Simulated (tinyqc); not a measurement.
MOS capacitor on a p-type substrate, surface potential from the exact charge relation: one step of the calculation.

Uniform p-type substrate, Boltzmann statistics, full ionisation, classical densities. psi is the surface potential against the body (positive when the bands bend down) and u = psi/Vt. Traps are spread evenly over the gap and neutral at flat band, so their charge is -q Dit psi; the minority quasi-Fermi level is shifted by Vb.

Problem. Flat band, threshold and scales. ni = sqrt(Nc Nv) exp(-Eg/(2 Vt)), Eg in volts; phiF = Vt ln(N/ni); Cox = eps0 eox/tox; Vfb = phiM - chi - (Eg - Vt ln(Nv/N)) - q Nf/Cox; Q0 = sqrt(2 eps0 eps_r q N Vt); r = (ni/N)^2 exp(-Vb/Vt); VT = Vfb + [(2 phiF + Vb)(1 + q Dit/Cox) + sqrt(2 eps0 eps_r q N (2 phiF + Vb))/Cox].

Inputs (values chosen for the exercise); band and dielectric values close to those of 4H silicon carbide:
- T = 300 K (temperature)
- Eg = 3.29 eV (band gap)
- eps_r = 9.86 (relative permittivity)
- Nc = 1.73e19 cm^-3 (conduction-band density of states at T)
- Nv = 2.54e19 cm^-3 (valence-band density of states at T)
- chi = 3.64 eV (electron affinity)
- N = 1.7e17 cm^-3 (acceptor density of the substrate)
- eox = 3.9 (relative permittivity of the gate insulator (close to silicon dioxide))
- tox = 3.5 nm (insulator thickness)
- phiM = 3.88 eV (gate work function)
- Nf = -3.9e10 cm^-2 (fixed charge at the interface, in units of q)
- Dit = 5.7e11 cm^-2 eV^-1 (density of interface traps)
- Vb = 0 V (reverse bias of the inversion layer against the body)

Constants: q = 1.602176634e-19 C, kB = 1.380649e-23 J/K, Vt = kB T/q, eps0 = 8.8541878128e-14 F/cm where lengths are in cm. Results are converted to the units shown.

Give: ni; phiF; Cox; Vfb; Q0; r; VT.

Solution.

ni = 4.860e-9 cm^-3
phiF = 1.521 V
Cox = 0.9866 uF/cm^2
Vfb = -2.914 V
Q0 = 35.06 nC/cm^2
r = 8.174e-52
VT = 0.7938 V

tinyqc, about 0.01 s, one thread, Intel Xeon 2.30GHz (shared host): `OMP_NUM_THREADS=1 python tinyqc.py 2060051 2060052 out.jsonl`
